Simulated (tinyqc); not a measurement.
Optical gain and spontaneous emission in a bulk direct-gap semiconductor: one step. Absorption of the empty crystal. Three cases, with inputs chosen for the exercise.

Task: Evaluate at E for heavy and light holes.

Parabolic bands, vertical transitions, no excitons. For each hole band j: mr = me mj/(me + mj); joint density of states J_j(E) = (mr/c)^(3/2) sqrt(E - Eg)/(2 pi^2), both spins, c = hbar^2/2m0; averaged matrix element |e.p|^2 = m0 Ep/6; alpha_j(E) = 4 pi^2 alpha_f c Ep J_j/(3 nr E) in 1/angstrom (alpha_f the fine-structure constant, listed as alpha among the constants), times 1e8 for 1/cm.

Constants: hbar^2/2m0 = 3.80998211 eV angstrom^2; fine-structure constant alpha = 0.007297352564.

Case 1.

Values chosen (near those of InGaAs; the results hold for these values, not for the real material): Eg = 0.763 eV (direct gap); me = 0.0413 m0 (electron mass); mhh = 0.444 m0 (heavy-hole mass); mlh = 0.0544 m0 (light-hole mass); Ep = 22.6 eV (Kane energy); nr = 3.52 (refractive index); E = 0.843 eV (photon energy).

Case 2.

Values chosen (near those of InP; the results hold for these values, not for the real material): Eg = 1.384 eV (direct gap); me = 0.0765 m0 (electron mass); mhh = 0.622 m0 (heavy-hole mass); mlh = 0.0857 m0 (light-hole mass); Ep = 20.7 eV (Kane energy); nr = 3.43 (refractive index); E = 1.448 eV (photon energy).

Case 3.

Values chosen (near those of GaAs; the results hold for these values, not for the real material): Eg = 1.447 eV (direct gap); me = 0.067 m0 (electron mass); mhh = 0.484 m0 (heavy-hole mass); mlh = 0.0784 m0 (light-hole mass); Ep = 25.5 eV (Kane energy); nr = 3.54 (refractive index); E = 1.49 eV (photon energy).

Give: mr, J and alpha of each hole band.

Result:

Case 1.

mr, J and alpha of each hole band:
```
hole   mr (m0)  J (1/(eV angstrom^3))  alpha (1/cm)
heavy  0.03779              1.415e-05        3943.5
light  0.02348              6.931e-06        1931.3
```

The heavy-hole band gives 67 % of the total, 5875 1/cm.

Case 2.

mr, J and alpha of each hole band:
```
hole   mr (m0)  J (1/(eV angstrom^3))  alpha (1/cm)
heavy  0.06812              3.064e-05        4672.4
light  0.04042              1.400e-05        2135.5
```

The heavy-hole band gives 69 % of the total, 6808 1/cm.

Case 3.

mr, J and alpha of each hole band:
```
hole   mr (m0)  J (1/(eV angstrom^3))  alpha (1/cm)
heavy  0.05885              2.017e-05        3567.4
light  0.03613              9.700e-06        1715.7
```

The heavy-hole band gives 68 % of the total, 5283 1/cm.

Computed by tinyqc, one run a case: `OMP_NUM_THREADS=1 python tinyqc.py N N+1 out.jsonl` with N = 1682098, 1682130, 1682138; one thread of a shared Intel(R) Xeon(R) Processor @ 2.30GHz, about 0.1 s a run at most.
